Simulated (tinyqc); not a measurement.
Full law against its linear and parabolic limits: Deal-Grove kinetics of thermal oxidation of silicon. Computed by tinyqc, a small Python program. Command: `OMP_NUM_THREADS=1 python tinyqc.py 3018344 3018345 out.jsonl oxide walk`. One thread of a shared host (Intel(R) Xeon(R) Processor @ 2.30GHz), about 0.06 s of CPU time with the checks.

Oxidant diffuses through the oxide and reacts at the interface, so that dx/dt = B/(A + 2x) for the oxide thickness x.

Inputs (values chosen for the exercise, close to those used for silicon):
```
quantity                       value    unit
prefactor B0                     809  um^2/h
activation energy E_B           1.22      eV
prefactor (B/A)0            3.41e+06    um/h
activation energy E_A           2.02      eV
temperature T                    850       C
oxidant pressure p                 1     atm
pressure exponent m of B/A      0.78       -
initial oxide x_i              0.025      um
time t                             9       h
```

Ambient: dry oxygen. Surface: (100).

Constants: k_B = 8.617333262e-05 eV/K.

Method:
- B = B0 p exp(-E_B/(k_B T)), B/A = (B/A)0 p^m exp(-E_A/(k_B T)), p in atm; A = B/(B/A).
- Temperatures in kelvin are T(C) + 273.15.
- tau = (x_i^2 + A x_i)/B and x = (A/2) [sqrt(1 + 4 B (t + tau)/A^2) - 1], the root of x^2 + A x = B (t + tau).
- Silicon consumed is 0.44 times the oxide grown; the rate is B/(A + 2x).
- Linear limit x = (B/A)(t + tau); parabolic limit x = sqrt(B (t + tau)).

tau = 8.72783 h

length A = 0.922443 um

parabolic constant B = 0.00271386 um^2/h

linear constant B/A = 0.00294203 um/h

Thickness (um):
```
t (h)     full  linear limit  parabolic limit     2x/A
0.05   0.02514       0.02582          0.15434  0.05451
0.1    0.02528       0.02597          0.15478  0.05481
0.25   0.02570       0.02641          0.15609  0.05572
0.5    0.02639       0.02715          0.15825  0.05722
1      0.02778       0.02862          0.16248  0.06024
2      0.03055       0.03156          0.17063  0.06624
4      0.03604       0.03745          0.18585  0.07814
8      0.04684       0.04921          0.21307  0.10155
16     0.06777       0.07275          0.25905  0.14694
32     0.10733       0.11982          0.33246  0.23272
```

What follows from these numbers?

Both limits lie above the full result, since each drops one resistance. The linear law overshoots by 2.7 % in the first row and 12 % in the last, the parabolic law by 510 % and 210 %. The linear law is the better one in every row, as 2x/A stays below 1.24.
